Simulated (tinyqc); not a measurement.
# Undoped symmetric double-gate MOSFET, analytic potential model: effect of the temperature

An undoped body of thickness ts between two equal insulators and tied gates; long channel, electrons only, n = ni exp((psi - V)/Vt) with V the quasi-Fermi potential (0 at the source, Vd at the drain), constant mobility, no quantisation. Across the body psi(x) = V - 2 Vt ln[(ts/(2 beta)) sqrt(q ni/(2 eps0 eps_r Vt)) cos(2 beta x/ts)], x from the centre. Q is the electron charge per area of the whole body.

Nc and Nv are given at 400 K and scale as (T/400 K)^1.5; Eg and mu are held fixed. ni = sqrt(Nc Nv) exp(-Eg/(2 Vt)), Eg in volts; r = eps_r tox/(eox ts); V0 = dphi + 2 Vt ln[(2/ts) sqrt(2 eps0 eps_r Vt/(q ni))]. beta (between 0 and pi/2) solves (Vg - V0 - V)/(2 Vt) = ln(beta) - ln(cos beta) + 2 r beta tan(beta). Q = 8 eps0 eps_r Vt beta tan(beta)/ts; I = mu (1/L)(4 eps0 eps_r/ts)(2 Vt)^2 [g(beta_s) - g(beta_d)] per width, g = beta tan(beta) - beta^2/2 + r beta^2 tan^2(beta), with beta_s at V = 0 and beta_d at V = Vd.  I(low) is taken at Vg = 0.09 V, Qs and I(high) at Vg = 0.84 V.

Values chosen for this exercise; material values those of a made-up semiconductor:
```
symbol    value        unit                                                         meaning
Eg         1.09          eV                                                        band gap
eps_r      14.9                                  relative permittivity of the semiconductor
Nc      5.57e19       cm^-3  conduction-band density of states at the reference temperature
Nv      4.99e19       cm^-3     valence-band density of states at the reference temperature
eox        7.25                                 relative permittivity of the gate insulator
tox         1.6          nm                                             insulator thickness
ts           25          nm                                                  body thickness
dphi      -0.03           V              gate work function less that of the intrinsic body
mu          520  cm^2/(V s)                                                channel mobility
L             2          um                                                     gate length
Vd          0.8           V                                                   drain voltage
```

Constants: q = 1.602176634e-19 C, kB = 1.380649e-23 J/K, Vt = kB T/q, eps0 = 8.8541878128e-14 F/cm where lengths are in cm. Results are converted to the units shown.

Effect of the temperature:
```
T (K)  V0 (V)  I(low) (nA/um)  Qs(high) (nC/cm^2)  I(high) (uA/um)
220    0.4263        7.798e-6                2298            107.3
250    0.4128        1.582e-4                2309            111.1
280    0.3992        0.001738                2325            115.3
310    0.3854         0.01233                2345            119.9
340    0.3715         0.06322                2369            124.9
370    0.3575          0.2532                2396            130.3
400    0.3434          0.8358                2426            136.0
430    0.3292           2.366                2458            142.0
```

Read the table: what changes, and by how much?

As T goes from 220 to 430 K, I(low) rises from 7.80e-6 to 2.37 nA/um and I(high) rises from 107 to 142 uA/um. V0 falls from 0.426 to 0.329 V. In every row the surface density at the source at the higher gate voltage passes 0.3 Nc, where Boltzmann statistics fail. In every row the mobility is held fixed, though a real one changes with T.

Numbers from tinyqc (`OMP_NUM_THREADS=1 python tinyqc.py 2440089 2440090 out.jsonl`; about 0.01 s on one thread of a shared Intel Xeon 2.30GHz).
